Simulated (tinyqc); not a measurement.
Resistance of a tapered via with liner, size effect and interface: one step of the calculation.

A round via whose diameter grows from db at the bottom as D(z) = db + 2 z/tan(ang). The fill, of diameter D - 2 tl, starts above the bottom liner (thickness fb tl) and has rho = rho0 (1 + ks lam/(D - 2 tl)); the sidewall liner conducts in parallel with it. The bottom liner and the interface are crossed over the full area pi db^2/4. Spreading in the lines above and below is left out.

Question. Slices of the via. Slices between z0 = fb tl and hv, evaluated at their midpoints: conductance per length pi/4 [(D - 2 tl)^2/rho + (D^2 - (D - 2 tl)^2)/rl], slice resistance = slice height over that. 8 slices.

Inputs (values chosen for the exercise); fill metal close to tungsten: diameter at the bottom db = 12 nm; height hv = 45 nm; sidewall angle ang = 85 degrees; bulk resistivity of the fill rho0 = 5.38 uohm cm; mean free path of the fill lam = 15.7 nm; size-effect factor ks = 0.7; liner on the sidewall tl = 2.4 nm; liner at the bottom over that on the sidewall fb = 0.5; resistivity of the liner rl = 270 uohm cm.

Give: z; D; rho; slice resistance.

Answer.

```
slice  z (nm)  D (nm)  rho (uohm cm)  slice resistance (ohm)
0       3.938   12.69          12.87                   13.41
1       9.412   13.65          12.06                   10.12
2       14.89   14.60          11.41                   7.868
3       20.36   15.56          10.87                   6.268
4       25.84   16.52          10.42                   5.095
5       31.31   17.48          10.04                   4.214
6       36.79   18.44          9.716                   3.537
7       42.26   19.39          9.431                   3.006
```

Range of the model: The ballistic limit exceeds half of R_fill, so a diffusive resistivity alone understates the resistance.

tinyqc, about 0.01 s, one thread, Intel Xeon 2.30GHz (shared host): `OMP_NUM_THREADS=1 python tinyqc.py 2750040 2750041 out.jsonl`
